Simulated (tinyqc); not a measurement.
Trench capacitor in an array: capacitance, non-linearity, leakage and relaxation: one step of the calculation.

A film between two metal electrodes, each interface adding a series capacitance ci. The small-signal permittivity is ek (1 + aq E^2); the field is found with the linear permittivity. Leakage J = J0 sinh(E/Ef). After a voltage step the film passes a relaxation current kr C V tt^(-nr), tt being the time in seconds. The sidewall is a coaxial capacitor with radii a = dm/2 - t and b = dm/2, depth AR dm; the end face is left out.

Problem. Planar capacitance, field and non-linearity. Planar film: Cf = eps0 ek/t, 1/C = 1/Cf + 2/ci, EOT = 3.9 eps0/C, effective permittivity C t/eps0, E = (V/t) C/Cf; quadratic coefficient [C(V)/C - 1]/V^2 with Cf (1 + aq E^2) in C(V).

Values chosen for this exercise; permittivity of the order of that of titanium dioxide:

| symbol | value | unit | meaning |
|---|---|---|---|
| ek | 85.6 |  | relative permittivity of the film |
| t | 7.1 | nm | film thickness |
| ci | 130 | uF/cm^2 | capacitance of each electrode interface (dead layer and screening) |
| aq | 0.011 | cm^2/MV^2 | quadratic field coefficient of the permittivity |
| V | 1.9 | V | bias |
| J0 | 5.7e-11 | A/cm^2 | leakage prefactor |
| Ef | 0.49 | MV/cm | field for an e-fold rise of the leakage |

Constants: eps0 = 8.8541878128e-14 F/cm where lengths are in cm. Results are converted to the units shown.

Wanted: Cf; C; EOT; effective permittivity; E; quadratic coefficient; J.

Solution.

Cf = 10.67 uF/cm^2
C = 9.169 uF/cm^2
EOT = 0.3766 nm
effective permittivity = 73.53
E = 2.299 MV/cm
quadratic coefficient = 1.372e4 ppm/V^2
J = 3.105e-9 A/cm^2

The interfaces take 14.1 % of the voltage.

Program tinyqc, `OMP_NUM_THREADS=1 python tinyqc.py 2102142 2102143 out.jsonl`; Intel Xeon 2.30GHz, shared host, one thread, about 0.01 s.
